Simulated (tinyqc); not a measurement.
Inside a calculation. Model: surface potential of a MOS transistor: implicit equation and explicit approximations.

Numbers from tinyqc (`OMP_NUM_THREADS=1 python tinyqc.py 2122237 2122238 out.jsonl`; about 0.01 s on one thread of a shared Intel Xeon 2.30GHz). Printed values are rounded.

p-type body, charge-sheet picture, depletion and inversion only, full ionisation (an idealisation for deep acceptors), Boltzmann statistics (rough once Na exp(x - xn) passes about Nc/7). In units of Vt: xg = (Vg - Vfb)/Vt, x = psi/Vt, G = gamma/sqrt(Vt), xn = (2 phiF + Vc)/Vt. The implicit equation is (xg - x)^2 = G^2 [x - 1 + exp(x - xn)] for x above about 3. Cox = eps0 eox/tox.

Values chosen for this exercise; band and dielectric values close to those of silicon:
```
symbol,value,unit,meaning
T,300,K,temperature
Eg,1.14,eV,band gap
eps_r,11.7,,relative permittivity
Nc,2.79e19,cm^-3,conduction-band density of states at T
Nv,2.69e19,cm^-3,valence-band density of states at T
eox,3.9,,relative permittivity of the gate insulator (close to silicon dioxide)
tox,5.7,nm,insulator thickness
Na,7.1e17,cm^-3,acceptor density
Vfb,-0.32,V,flat-band voltage
Vc,0.2,V,channel-body voltage
Vg,2.13,V,gate-body voltage
```

Constants: q = 1.602176634e-19 C, kB = 1.380649e-23 J/K, Vt = kB T/q, eps0 = 8.8541878128e-14 F/cm where lengths are in cm. Results are converted to the units shown.

Range of the model: The electron quasi-Fermi level lies less than 2 Vt below the band edge at the surface, or above it, where degeneracy and confinement, left out, matter.

## Scales

ni = sqrt(Nc Nv) exp(-Eg/(2 Vt)), Eg in volts; phiF = Vt ln(Na/ni); gamma = sqrt(2 q eps0 eps_r Na)/Cox; VT = Vfb + Vt (xn + G sqrt(xn - 1)).

phiF = 0.475566 V
gamma = 0.801361 V^0.5
G = 4.98404
xn = 44.5278
VT = 1.68121 V
xg = 94.7702

## Explicit approximation

Depletion value a = 1 + [sqrt(G^2/4 + xg - 1) - G/2]^2; inversion value b = xn + ln[(xg - xn)^2/G^2 - xn + 1] and first guess y = min(a, b) - ln(1 + exp(-|a - b|)) if a > xn + 1, else b = y = a; one second-order correction with D = exp(y - xn), p = 2 (xg - y) + G^2 (1 + D), w = (xg - y)^2 - G^2 (y - 1 + D): z = y + 2 w/(p + sqrt(p^2 - 2 (2 - G^2 D) w)), or the Newton step z = y + w/p where the root is not real.

a = 57.3551
b = 48.5898
y = 48.5897
p = 1560.02
w = -492.333
z = 48.2061

The root of the implicit equation is x = 48.2173; y misses it by 0.37 and z by -0.011, in units of Vt.

## Starting value

x = y rounded to two decimals.

x at the start = 48.59

## Iteration 1: new x

D = exp(x - xn), f = (xg - x)^2 - G^2 (x - 1 + D), f' = -2 (xg - x) - G^2 (1 + D), x(new) = x - f/f'.

D = 58.1031
f = -492.868
f' = -1560.52
x after iteration 1 = 48.2742

## Iteration 2: new x

As before.

D = 42.3676
f = -64.8711
f' = -1170.27
x after iteration 2 = 48.2187

## Course of the iteration

Stop when the step is below 1e-11, or after 60 iterations.

Course of the iteration:
```
iteration  x before the step       step
1                      48.59     -0.316
2                    48.2742    -0.0554
3                    48.2187   -1.42e-3
4                    48.2173   -9.04e-7
5                    48.2173  -3.69e-13
```

Converged in 5 iterations.

## Potential, charges and gate control

converged x = 48.2173

psi = Vt x; N_dep = Cox Vt G sqrt(x - 1)/q; N_inv = (Cox Vt G/q) [sqrt(x - 1 + exp(x - xn)) - sqrt(x - 1)]; dpsi/dVg = 1/[1 + G^2 (1 + exp(x - xn))/(2 (xg - x))].

psi = 1.24651 V
N_dep = 3.34776e12 cm^-2
N_inv = 1.2028e12 cm^-2
dpsi/dVg = 0.0837121

psi lies 3.7 Vt above 2 phiF + Vc.
